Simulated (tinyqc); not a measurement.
Vertical double-diffused power MOSFET, components of the on-resistance: one step of the calculation.

Stripe cells of pitch Wp + a, two channels a cell. Current flows through the channels, spreads in the accumulation layer, passes the gap between the p bodies and spreads at 45 degrees into the drift layer below them. Low drain voltage, full ionisation.

Question. Components of the on-resistance. Pitch p = Wp + a, Cox = 3.9 eps0/tox; zero-bias depletion in the gap w0 = sqrt(2 eps0 eps_r Vbi/(q N Nj)), open gap g = a - 2 w0; R_ch = Lc p/(2 mch Cox Vov); R_acc = 0.6 a p/(4 mac Cox Vov), 0.6 being an empirical factor for current leaving the layer along its length; R_gap = (rho/Nj) xp p/g; spreading depth t = min(W, (p - g)/2); R_drift = (rho p/2) ln((g + 2 t)/g) + rho (W - t); R_on = the sum with Rs.

Values chosen for this exercise; bulk values close to those of silicon:
- eps_r = 11.3 (relative permittivity)
- tox = 31 nm (gate oxide thickness (eps_r 3.9))
- Vov = 6 V (gate overdrive)
- mch = 230 cm^2/(V s) (channel mobility)
- mac = 330 cm^2/(V s) (accumulation-layer mobility)
- Lc = 0.7 um (channel length)
- Wp = 2.4 um (width of the p body in one cell, channels included)
- a = 1.4 um (gap between neighbouring p bodies)
- xp = 0.9 um (depth of the p body)
- Nj = 3 (doping of the gap over the drift doping)
- Vbi = 0.63 V (built-in voltage of the body junction)
- Rs = 0.39 mohm cm^2 (substrate and contact resistance)

Constants: q = 1.602176634e-19 C, eps0 = 8.8541878128e-14 F/cm where lengths are in cm. Results are converted to the units shown.

N = 2.0537936e16 cm^-3
W = 1.3506898 um
mu = 476.18474 cm^2/(V s)
rho = 0.63820079 ohm cm

Wanted: w0; g; components; R_on; shares.

Answer.

w0 = 0.11301 um
g = 1.1740 um
components (mohm cm^2): channel 0.086521, accumulation 0.036181, gap 0.061973, drift 0.14483, substrate 0.39000
R_on = 0.71951 mohm cm^2
shares (%): channel 12.025, accumulation 5.029, gap 8.613, drift 20.130, substrate 54.204

The substrate term is the largest. R_on is 8.35 times the ideal drift resistance, and spreading raises the drift term to 1.68 times it.

Computed by the program tinyqc: `OMP_NUM_THREADS=1 python tinyqc.py 2230013 2230014 out.jsonl`, one thread of a shared Intel Xeon 2.30GHz, about 0.01 s for the whole run.
